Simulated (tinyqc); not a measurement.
## Doping from the ideality factor

Question. For thermionic-field emission over a Schottky barrier the ideality factor is n = u coth(u) with u = E00/Vt and E00 = (hbar/2) sqrt(Nd/(me m0 eps0 eps_r)) in SI units (volts). Find u, E00 and Nd.

Values chosen for this exercise; band and dielectric values those of a made-up semiconductor: temperature T = 350 K; electron mass me = 0.0527 m0; relative permittivity eps_r = 14.7.

Constants: q = 1.602176634e-19 C, kB = 1.380649e-23 J/K, eps0 = 8.8541878128e-12 F/m, hbar = 1.054571817e-34 J s, m0 = 9.1093837015e-31 kg, Vt = kB T/q. Results are converted to the units shown.

n = 1.1549059

Answer. u coth(u) rises steadily from 1, so n fixes u; the definition of E00 then gives Nd.

u = 0.692
E00 = 20.9 meV
Nd = 9.80e17 cm^-3

Computed by the program tinyqc: `OMP_NUM_THREADS=1 python tinyqc.py 2640071 2640072 out.jsonl`, one thread of a shared Intel Xeon 2.30GHz, about 0.01 s for the whole run.
